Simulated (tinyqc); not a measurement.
Worked calculation: Wannier functions of a composite (isolated) pair of valence bands (bonds of an sp chain). Values are carried at full precision from step to step, so a last printed digit may differ when a step is redone from the rounded ones.

Each atom has a hybrid pointing left (<) and right (>). H(k): diagonal +V3 on A, -V3 on B; <A<|A>> = -V1a, <B<|B>> = -V1b, <A>|B<> = -V2, <B>|A<> = -V2p exp(ik); k in 1/a, Bloch sums with exp(ikR). The two lowest bands are filled. Trial functions in cell 0: g1 = cos(c) A> + sin(c) B<, and g2 = sin(c) B> + cos(c) A< of cell 1, whose Bloch vector has cos(c) exp(-ik) on A<. Projection A_mn = <psi_m|g_n>, S = A^+ A, Loewdin U = A S^(-1/2), Bloch-like states w_n = sum_m psi_m U_mn, H_W(k) = U^+ diag(E) U. P = sum_m |psi_m><psi_m| is free of phase choices, and S = g^+ P g, w = P g S^(-1/2).

Values chosen for the exercise: V2 = 4.85 eV (coupling in the bond A-B inside the cell); V2p = 3.65 eV (coupling in the bond to the next cell); V1a = 1.22 eV (coupling of the two hybrids on A); V1b = 0.69 eV (the same on B); V3 = 0 eV (A at +V3, B at -V3); j = 3 (mesh point, k = 2 pi j/N); N = 4 (k points); c = 65 degrees (trial bonds cos(c) on A, sin(c) on B); xb = 0.42 a (position of B (A at 0)).

## H at one mesh point

Fill in the matrix.

H(k) (eV), lower triangle (Hermitian):
```
         A<       A>       B<  B>
A<        0
A>  -1.2200        0
B<        0  -4.8500        0
B>  3.6500i        0  -0.6900   0
```

## Levels and the projector on the filled bands

Diagonalise; P = sum over the two lowest states of |psi><psi|.

levels (eV): -5.2257  -3.3914  3.3914  5.2257

P, lower triangle (Hermitian):
```
                 A<              A>              B<      B>
A<           0.5000
A>   0.0727+0.0400i          0.5000
B<                0  0.4930+0.0101i          0.5000
B>  -0.0134-0.4929i               0  0.0434+0.0707i  0.5000
```

The filled states put 2.000 electrons on A and 2.000 on B at this k.

## Loewdin orthogonalisation

The trial vectors are the columns g1 = (0, cos c, sin c, 0), g2 = (cos c exp(-ik), 0, 0, sin c), k = 2 pi j/N. Form S = g^+ P g, its eigenvalues, S^(-1/2), and w = P g S^(-1/2).

S:
```
                1               2
1          0.8776  0.0285-0.0451i
2  0.0285+0.0451i          0.8776
```

eigenvalues of S: 0.8243  0.9310

S^(-1/2):
```
                 1                2
1           1.0689  -0.0174+0.0275i
2  -0.0174-0.0275i           1.0690
```

w:
```
                 1                2
A<  0.0511-0.0292i  -0.0130+0.7045i
A>  0.7046-0.0098i  -0.0293+0.0511i
B<  0.7046+0.0046i   0.0304-0.0504i
B>  0.0304+0.0504i   0.7046-0.0061i
```

The combinations of the trial bonds that diagonalise S lie 82.4 to 93.1 % inside the filled space; an eigenvalue near zero would mark a poor choice.

## The Hamiltonian in the new basis

H_W = w^+ H w; its eigenvalues must be the two filled levels.

H_W(k) (eV):
```
               1              2
1         -4.909  -0.332-0.609i
2  -0.332+0.609i         -3.709
```

eigenvalues (eV): -5.226  -3.391

## Hoppings between the Wannier functions

H_mn(R) = (1/N) sum_k exp(-ikR) H_W,mn(k), the coupling of function m in cell 0 to function n in cell R.

H(R) (eV):

| R | 11 | 12 | 21 | 22 |
|---|---|---|---|---|
| -1 | 0.0244 | -0.6094 | -0.0006 | 0.0244 |
| 0 | -4.9078 | -0.3387 | -0.3387 | -3.7078 |
| 1 | 0.0244 | -0.0006 | -0.6094 | 0.0244 |
| 2 | 0.0007 | -0.0063 | -0.0063 | 0.0007 |

The bond levels are -4.908 and -3.708 eV, against -sqrt(V2^2 + V3^2) = -4.850 and -3.650 for isolated bonds. Neighbouring bonds couple by -0.339 eV through B; the bond-orbital estimate is -V1b (1 + ap)/2 = -0.345 with the mean V2 in ap = V3/sqrt(V2^2 + V3^2).

## The functions in real space

w_n(R) = (1/N) sum_k exp(ikR) w_n(k); point-like hybrids at R (A) and R + xb (B) give centres and spreads.

Function 1:

| R | A< | A> | B< | B> |
|---|---|---|---|---|
| -1 | 0.0006 | 0.0059 | -0.0013 | -0.0502 |
| 0 | 0.0506 | 0.7047 | 0.7047 | 0.0292 |
| 1 | -0.0286 | -0.0039 | 0.0033 | 0.0002 |
| 2 | -0.0006 | 0.0001 | 0.0001 | -0.0012 |

centres (a): 1 0.2083, 2 0.7117

spreads (a^2): 1 0.0461, 2 0.0856

Function 1 has 99.3 % of its weight on the two hybrids of its bond. Its centre lies -0.0017 a from the middle of the bond.

## Checks

- Eigenvalues of H_W against the filled levels: they agree to 1e-10 or better.
- W^+ w against the unit matrix: they agree to 1e-10 or better.

Run: tinyqc, `OMP_NUM_THREADS=1 python tinyqc.py 1451491 1451492 out.jsonl`; Intel(R) Xeon(R) Processor @ 2.30GHz, one thread, shared host; about 0.2 s of CPU time with all checks.
